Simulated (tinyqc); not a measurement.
Barrier height from two thicknesses.

Question. Through a thick flat barrier T = c exp(-2 kappa t) with a prefactor c that does not depend on t, and kappa = sqrt(m1 phi1/C), C = hbar^2/(2 m0). Find kappa, the decades lost for each nanometre, c and phi1.

Inputs (values chosen for the exercise): tunnelling mass of layer 1 m1 = 0.5 m0.

Constants: q = 1.602176634e-19 C, hbar = 1.054571817e-34 J s, m0 = 9.1093837015e-31 kg, hbar^2/(2 m0) = 0.0380998212 eV nm^2. Results are converted to the units shown.

T at t = 1.3 and 2 nm: 8.3389498e-8  9.9882943e-12

Solution. The ratio of the two values removes c: kappa = ln(T_a/T_b)/(2 (t_b - t_a)).

kappa = 6.450 1/nm
decades a nanometre = 5.602
c = 1.600
phi1 = 3.170 eV

Computed by the program tinyqc: `OMP_NUM_THREADS=1 python tinyqc.py 2540089 2540090 out.jsonl`, one thread of a shared Intel Xeon 2.30GHz, about 0.03 s for the whole run.
